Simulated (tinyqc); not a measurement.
Threshold of a short bulk MOSFET: charge sharing, barrier lowering, narrow width: one step of the calculation.

n-channel device on a p-type body, depletion approximation, full ionisation. Uniform doping N = Na. Vbi from Boltzmann statistics is rough for the degenerate source. Cox = eps0 eox/tox.

Problem. Long-channel threshold and scales. ni = sqrt(Nc Nv) exp(-Eg/(2 Vt)), Eg in volts; 2 pB = 2 Vt ln(N/ni); flat band Vfb - Vt ln(N/Na); Wd = sqrt(2 eps0 eps_r (2 pB - Vbs)/(q N)); body term q N Wd/Cox; long-channel VT0 = flat band + 2 pB + body term; Vbi = Vt ln(N Nsd/ni^2); scale length l = sqrt((eps_r/eox) tox Wd).

Parameters, values chosen for the exercise; band and dielectric values close to those of silicon:
```
symbol    value   unit                                                               meaning
T           300      K                                                           temperature
Eg         1.11     eV                                                              band gap
eps_r      11.8                                                        relative permittivity
Nc      2.76e19  cm^-3                                conduction-band density of states at T
Nv      2.68e19  cm^-3                                   valence-band density of states at T
eox        21.6         relative permittivity of the gate insulator (close to hafnium oxide)
tox          20     nm                                                   insulator thickness
Na       2.7e17  cm^-3                                                        channel doping
Nsd        1e20  cm^-3                                               source and drain doping
Vfb       -0.99      V                                   flat-band voltage for the doping Na
Vbs          -1      V                                                   body-source voltage
```

Constants: q = 1.602176634e-19 C, kB = 1.380649e-23 J/K, Vt = kB T/q, eps0 = 8.8541878128e-14 F/cm where lengths are in cm. Results are converted to the units shown.

Wanted: N; 2 pB; flat band; Wd; body term; VT0; Vbi; l.

Solution.

N = 2.700e17 cm^-3
2 pB = 0.8715 V
flat band = -0.9900 V
Wd = 95.08 nm
body term = 0.4301 V
VT0 = 0.3116 V
Vbi = 1.024 V
l = 32.23 nm

Computed by the program tinyqc: `OMP_NUM_THREADS=1 python tinyqc.py 2002136 2002137 out.jsonl`, one thread of a shared Intel Xeon 2.30GHz, about 0.01 s for the whole run.
